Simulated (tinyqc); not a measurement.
From results to parameters: diatomic chain. Computed by the program tinyqc.

Problem. A chain of two alternating masses has one spring constant k; at the zone edge omega^2 = 2k/M and 2k/m, and wavenumber = 521.4708 sqrt(omega^2) with omega^2 in eV/(angstrom^2 u). Find k, the heavier mass and the optical wavenumber at q = 0.

wavenumbers at the zone edge (cm^-1): 312.351270  1284.186419
lighter mass = 6.200000 u

Solution. The upper value gives k = m omega^2/2, the ratio of the squares gives M/m, and at q = 0 omega^2 = 2k (1/m + 1/M), the sum of the two.

k = 18.8000 eV/angstrom^2
heavier mass = 104.800 u
optical wavenumber at q = 0 = 1321.6271 cm^-1
